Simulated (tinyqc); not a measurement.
Wannier-Stark ladder of a miniband: one step. Bessel amplitudes. Three cases, with inputs chosen for the exercise.

Question. With x = W/(2 e F d): J_j(x)^2 for j = 0 to 5, their running sum over -j ... j, and the spread sqrt(sum j^2 J_j^2) = x/sqrt2. For a hole fixed in well 0 the J_j^2 are the strengths of the optical lines at j e F d.

Give: Weights; spread.

Case 1.

x = 0.441767

Answer.

Weights:
```
j   J_j^2     sum
0  0.9059  0.9059
1  0.0465  0.9988
2  0.0006  1.0000
3  0.0000  1.0000
4  0.0000  1.0000
5  0.0000  1.0000
```

spread = 0.312 periods

The strongest line is j = 0.

Case 2.

x = 2.070393

Answer.

Weights:
```
j   J_j^2     sum
0  0.0337  0.0337
1  0.3263  0.6862
2  0.1356  0.9575
3  0.0197  0.9969
4  0.0015  0.9999
5  0.0001  1.0000
```

spread = 1.464 periods

The strongest line is j = +/-1.

Case 3.

x = 1.157407

Answer.

Weights:
```
j   J_j^2     sum
0  0.4790  0.4790
1  0.2372  0.9535
2  0.0224  0.9982
3  0.0009  1.0000
4  0.0000  1.0000
5  0.0000  1.0000
```

spread = 0.818 periods

The strongest line is j = 0.

Computed by tinyqc, one run a case: `OMP_NUM_THREADS=1 python tinyqc.py N N+1 out.jsonl` with N = 1280563, 1280689, 1280792; one thread of a shared Intel(R) Xeon(R) Processor @ 2.30GHz, about 0.01 s a run at most.
